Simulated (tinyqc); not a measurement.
Floating body of a partially depleted SOI transistor: body voltage and kink: one step of the calculation.

Source at 0 V. Channel current Ic = 2 nf K Vt^2 [F(0) - F(Vd)](1 + la Vd), F(V) = ln^2(1 + exp((Vg - VT - nf V)/(2 nf Vt))), VT = VT0 - gb Vb. Saturation voltage Vs = 2 Vt sqrt(F(0)) + 3 Vt, excess Ve = (Vd - Vs + sqrt((Vd - Vs)^2 + 0.0004 V^2))/2, multiplication M1 = Ai Ve exp(-Bl/Ve). Each junction passes D(v) = J1 (exp(v/Vt) - 1) + J2 (exp(v/(2 Vt)) - 1). Bipolar current Ib = bb J1 (exp(Vb/Vt) - 1). The body settles where M1 (Ic + Ib) = D(Vb) + D(Vb - Vd) + Vb/Rb; drain current Id = (1 + M1)(Ic + Ib) - D(Vb - Vd).

Question. Drain current with floating and with grounded body. Id and VT at the converged Vb, Id at Vb = 0, their ratio, and the bipolar share Ib/(Ic + Ib).

Parameters, values chosen for the exercise; values of the order met in partially depleted silicon-on-insulator transistors: temperature T = 300 K; threshold at zero body voltage VT0 = 0.43 V; fall of the threshold per volt of body voltage gb = 0.22; slope factor nf = 1.42; gain factor per width K = 150 uA/(V^2 um); channel-length modulation factor la = 0.07 1/V; impact-ionisation prefactor Ai = 2.66 1/V; impact-ionisation voltage Bl = 7.5 V; diffusion saturation current of each junction J1 = 7.1e-12 uA/um; recombination saturation current of each junction J2 = 1.3e-8 uA/um; gain of the lateral bipolar transistor on the diffusion current bb = 0.5; resistance of a weak body tie to the source (1e9 stands for no tie, and the term is then dropped) Rb = 1e9 kohm um; gate voltage Vg = 0.64 V; drain voltage Vd = 1.2 V.

Constants: q = 1.602176634e-19 C, kB = 1.380649e-23 J/K, Vt = kB T/q. Results are converted to the units shown.

converged Vb = 0.51343427 V

Wanted: VT; Id, floating; Id, grounded; ratio; bipolar share.

Answer.

VT = 0.31704 V
Id, floating = 6.0095 uA/um
Id, grounded = 2.6271 uA/um
ratio = 2.2875
bipolar share = 0.024942 %

The body rises to 0.513 V and lowers the threshold by 113 mV.

Range of the model: The multiplication law is an empirical form chosen for the exercise; self-heating and capacitive coupling to the body are left out, and the linear laws are rough once Vb passes about 0.7 V or M1 about 0.1.

Program tinyqc, `OMP_NUM_THREADS=1 python tinyqc.py 2182063 2182064 out.jsonl`; Intel Xeon 2.30GHz, shared host, one thread, about 0.2 s.
